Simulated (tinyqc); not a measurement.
# MOS structure on a p-type body, non-linear Poisson equation by Newton steps: charge and capacitance against gate voltage

One dimension, insulator interface at x = 0, acceptor density Na, uniform, net doping C = -(acceptor density). psi is counted from the intrinsic level: n = ni exp((psi - Vb)/Vt), p = ni exp(-psi/Vt); deep in the body psi_b = -Vt ln(Na/ni). The gate acts through Cox = eps0 eox/tox and has the potential psi_G = Vg - (phiM - chi - Vt ln(Nc/ni)). Boltzmann statistics, full ionisation, classical densities, no oxide or interface charge.

ni = sqrt(Nc Nv) exp(-Eg/(2 Vt)), Eg in volts. The Poisson equation d/dx(eps0 eps_r dpsi/dx) = -q (p - n + C), with eps0 eps_r dpsi/dx = -Cox (psi_G - psi_0) at x = 0, is solved on a mesh of about 600 nodes or more. N_inv is the integral of n less its value deep in the body. C_LF = Cox (1 - dpsi_0/dVg) with all carriers following; C_HF is the same with the electron quasi-Fermi level shifting uniformly so that N_inv stays fixed. The centroid is that of the same excess.

Inputs (values chosen for the exercise); band and dielectric values close to those of silicon: temperature T = 300 K; band gap Eg = 1.11 eV; relative permittivity eps_r = 11.5; conduction-band density of states at T Nc = 2.76e19 cm^-3; valence-band density of states at T Nv = 2.64e19 cm^-3; electron affinity chi = 3.98 eV; acceptor density deep in the body Na = 2.9e17 cm^-3; relative permittivity of the gate insulator (close to silicon nitride) eox = 7.65; insulator thickness tox = 6.7 nm; gate work function phiM = 4.11 eV; electron quasi-Fermi potential against the body Vb = 0 V.

Constants: q = 1.602176634e-19 C, kB = 1.380649e-23 J/K, Vt = kB T/q, eps0 = 8.8541878128e-14 F/cm where lengths are in cm. Results are converted to the units shown.

Result of one run:
```
Vg (V)  psi_0 - psi_b (V)  N_inv (cm^-2)  C_LF/Cox  C_HF/Cox  centroid (nm)
0.24                0.830         4.78e9     0.165     0.145          0.987
```

What becomes of these results when the gate voltage against the body Vg is changed from 0.24 to -0.14 V, all else the same?

Result of the changed run:
```
Vg (V)  psi_0 - psi_b (V)  N_inv (cm^-2)  C_LF/Cox  C_HF/Cox  centroid (nm)
-0.14               0.511         2.79e4     0.179     0.179           1.30
```

The whole series:
```
Vg (V)  psi_0 - psi_b (V)  N_inv (cm^-2)  C_LF/Cox  C_HF/Cox  centroid (nm)
-0.14               0.511         2.79e4     0.179     0.179           1.30
-0.01               0.619         1.61e6     0.165     0.165           1.17
0.11                0.720         7.36e7     0.155     0.154           1.07
0.24                0.830         4.78e9     0.165     0.145          0.987
0.37                0.922        1.52e11     0.508     0.139          0.914
0.5                 0.964        6.70e11     0.784     0.137          0.838
0.63                0.986        1.34e12     0.867     0.136          0.771
0.76                 1.00        2.06e12     0.903     0.136          0.715
0.89                 1.01        2.80e12     0.923     0.136          0.667
1.02                 1.02        3.56e12     0.936     0.136          0.626
```

N_inv goes from 27900 to 3.56e12 cm^-2 and passes 2e11 cm^-2 at Vg = 0.386 V. Below threshold it takes 71.7 mV a decade between Vg = 0.11 and 0.24 V, against Vt ln 10 = 59.5 mV. C_LF/Cox is lowest, 0.155, at Vg = 0.11 V among the rows listed and ends at 0.936, while C_HF/Cox ends at 0.136. Between the last two rows q dN_inv/dVg is 0.926 Cox. Where the classical centroid is under about 2 nm, confinement would move the charge away from the interface and raise the threshold. Above about 2e12 cm^-2 degeneracy matters too.

Computed by the program tinyqc: `OMP_NUM_THREADS=1 python tinyqc.py 2080018 2080019 out.jsonl`, one thread of a shared Intel Xeon 2.30GHz, about 0.4 s for the whole run.
